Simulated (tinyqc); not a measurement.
What each parameter does: six-band hole subbands of a thin body in a field.

Basis X, Y, Z times spin, hole energies counted downwards from the unstrained edge (the hydrostatic shift is left out), c = hbar^2/2m0. For a symmetric tensor T let C(T) have C_XX = L Txx + M (Tyy + Tzz), C_XY = N Txy (cyclic), L = c (g1 + 4 g2), M = c (g1 - 2 g2), N = 6 c g3. k = q + kz n, n the unit normal, q = k1 u + k2 v with u along the channel [1-10] and v = n x u. H = C(k k^T) + (Dso/3)(1 - L.sigma) - B + e F z with (L_k)_ij = -i epsilon_kij; B is the block C built from the traceless strain with 2b, -b and sqrt(3) d in place of L, M, N. Strain: exx = eyy = (s11 + s12) sx/2, ezz = s12 sx, exy = -s44 sx/4. Hard walls at z = 0 and t; basis sin(j pi z/t), j = 1 to Nz: kz^2 = (j pi/t)^2, kz = -i D with D_jl = 4 j l/(t (j^2 - l^2)), z_jj = t/2 and z_jl = -8 t j l/(pi (j^2 - l^2))^2 for j + l odd; 1 MV/cm = 0.01 eV/angstrom.

Nz = 14. E1 is the top subband at q = 0, gap the distance to the next pair, and the masses are c q^2/(E(q) - E1) at |q| = 0.02 1/angstrom (mean of the spin pair) along the channel [1-10] and across it in the plane; a dash marks a band that does not rise.

Constants: hbar^2/2m0 = 3.80998211 eV angstrom^2.

Parameters, chosen for this exercise (near those of a p-type Si channel; the results hold for these values, not for the real material): g1 = 4.3 (Luttinger gamma1); g2 = 0.34 (gamma2); g3 = 1.45 (gamma3); Dso = 0.044 eV (spin-orbit splitting); b = -2.07 eV (tetragonal potential); d = -4.73 eV (trigonal potential); S = (7.8, -2.1, 12.52) 1/TPa (compliances s11, s12, s44); face = 001 (surface); t = 70 angstrom (body thickness); F = 0 MV/cm (field across the body); sx = -1.5 GPa (stress along the channel [1-10], negative in compression).

Six bands.

Results for these values:
```
case  E1 (meV)  gap (meV)  m channel (m0)  m across (m0)
base     -15.5       74.5           0.149          2.256
```

What happens to each result for F = 0.3 MV/cm, all else kept?

Answer: E1 rises from -15.5 to 74.0; gap rises from 74.5 to 75.5; m channel rises from 0.149 to 0.154; m across rises from 2.256 to 2.288.

The same for each parameter in turn:
```
case             E1 (meV)  gap (meV)  m channel (m0)  m across (m0)
base                -15.5       74.5           0.149          2.256
t = 60 angstrom      -5.4       75.6           0.153          2.293
F = 0.3 MV/cm        74.0       75.5           0.154          2.288
sx = -2 GPa         -32.6       83.7           0.142          2.536
g3 = 1.35           -15.5       74.5           0.149          1.356
g2 = 0.39           -16.2       75.0           0.146          2.030
Dso = 0.066 eV      -12.3       72.6           0.152          1.773
d = -3.78 eV         -8.3       61.3           0.152          1.995
```

Computed by tinyqc, a small Python program: `OMP_NUM_THREADS=1 python tinyqc.py 1250575 1250576 out.jsonl` (the numbers bound the seed that draws the inputs); one thread of a shared host (Intel(R) Xeon(R) Processor @ 2.30GHz), about 0.4 s for the whole set of steps.
